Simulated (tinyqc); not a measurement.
## Phonon and roughness prefactors from two fields

Problem. At 300 K and high field 1/mu = E^(1/3)/Ap + E^gs/As, E in MV/cm. Find Ap and As.

Inputs (values chosen for the exercise):
```
symbol,value,unit,meaning
gs,2,,exponent of the roughness term
```

mu at E = 0.56 and 1.03 MV/cm (cm^2/(V s)): 497.42193  327.14776

Answer. Two linear equations in 1/Ap and 1/As.

Ap = 475 cm^2/(V s)
As = 1.14e3 cm^2/(V s)

tinyqc, about 0.01 s, one thread, Intel Xeon 2.30GHz (shared host): `OMP_NUM_THREADS=1 python tinyqc.py 2510069 2510070 out.jsonl`
